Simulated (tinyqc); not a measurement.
Inside a calculation: optical gain and spontaneous emission in a bulk direct-gap semiconductor. Values are carried at full precision from step to step, so a last printed digit may differ when a step is redone from the rounded ones.

F_j(eta) = (1/Gamma(j + 1)) integral_0^infinity x^j dx/(1 + exp(x - eta)), which tends to exp(eta) for eta << 0.

Quasi-Fermi levels: n = Nc F_1/2(Fc/kT) and p = Nv F_1/2(Fv/kT), Fc counted up from the conduction edge and Fv down from the valence edge; Nc, Nv from N = 2 (m kB T/(4 pi c))^(3/2) with c = hbar^2/2m0, in 1/angstrom^3; times 1e24 for 1/cm^3, with me and (mhh^(3/2) + mlh^(3/2))^(2/3).

Constants: hbar^2/2m0 = 3.80998211 eV angstrom^2; kB = 8.617333262e-05 eV/K; fine-structure constant alpha = 0.007297352564; hbar = 6.58211957e-16 eV s; hbar c = 1973.269805 eV angstrom.

Inputs chosen for the exercise (near those of InGaAs; the results hold for these values, not for the real material): me = 0.0397 m0 (electron mass); mhh = 0.443 m0 (heavy-hole mass); mlh = 0.0503 m0 (light-hole mass); n = 2e+18 1/cm^3 (injected density, n = p); T = 300 K; Eg = 0.739 eV (direct gap); Ep = 22.5 eV (Kane energy); nr = 3.57 (refractive index); E = 0.77 eV (photon energy).

## Quasi-Fermi levels

Solve for Fc and Fv.

kT = 0.025852 eV
Nc = 1.985e+17 1/cm^3
Nv = 7.682e+18 1/cm^3
Fc = 0.1418 eV
Fv = -0.0324 eV
Fc + Fv = 0.1094 eV

The separation of the quasi-Fermi levels exceeds the gap, so photons between Eg and Eg + (Fc + Fv) see gain. The quasi-Fermi level of the electrons lies inside the band, that of the holes in the gap.

## Absorption of the empty crystal

Parabolic bands, vertical transitions, no excitons. For each hole band j: mr = me mj/(me + mj); joint density of states J_j(E) = (mr/c)^(3/2) sqrt(E - Eg)/(2 pi^2), both spins, c = hbar^2/2m0; averaged matrix element |e.p|^2 = m0 Ep/6; alpha_j(E) = 4 pi^2 alpha_f c Ep J_j/(3 nr E) in 1/angstrom (alpha_f the fine-structure constant, listed as alpha among the constants), times 1e8 for 1/cm.

Evaluate at E for heavy and light holes.

mr, J and alpha of each hole band:

| hole | mr (m0) | J (1/(eV angstrom^3)) | alpha (1/cm) |
|---|---|---|---|
| heavy | 0.03643 | 8.341e-06 | 2498.0 |
| light | 0.02219 | 3.964e-06 | 1187.1 |

The heavy-hole band gives 68 % of the total, 3685 1/cm.

## Occupations and gain at E

For band j the electron sits at Ee = (E - Eg) mr/me above its edge and the hole at Eh = (E - Eg) mr/mj; fe = 1/(1 + exp((Ee - Fc)/kT)), fh = 1/(1 + exp((Eh - Fv)/kT)); gain g = sum_j alpha_j (fe + fh - 1).

Use mr and alpha from the table.

Energies, occupations and gain of each hole band:

| hole | Ee (eV) | Eh (eV) | fe | fh | g (1/cm) |
|---|---|---|---|---|---|
| heavy | 0.0285 | 0.0025 | 0.988 | 0.205 | 482 |
| light | 0.0173 | 0.0137 | 0.992 | 0.144 | 161 |

total gain = 644 1/cm

E - Eg = 0.0310 eV is below Fc + Fv = 0.1094 eV, so both bands give gain (Bernard-Duraffourg).

## Spontaneous emission

Spontaneous rate: R = integral of (nr E/(hbar c))^2/(pi^2 hbar) sum_j alpha_j fe fh dE, with alpha in 1/cm and (nr E/(hbar c))^2 in 1/cm^2 (1e16 per 1/angstrom^2); B = R/(n p); lifetime n/R.

Integrate over photon energy.

R = 3.96e+26 1/(cm^3 s)
B = 9.91e-11 cm^3/s
radiative lifetime = 5.05 ns

## Checks

- B at n = 1e13 1/cm^3 against the van Roosbroeck-Shockley value from alpha and ni^2 (cm^3/s): both 1.53e-10.

Run: tinyqc, `OMP_NUM_THREADS=1 python tinyqc.py 1651146 1651147 out.jsonl`; Intel(R) Xeon(R) Processor @ 2.30GHz, one thread, shared host; about 0.1 s of CPU time with all checks.
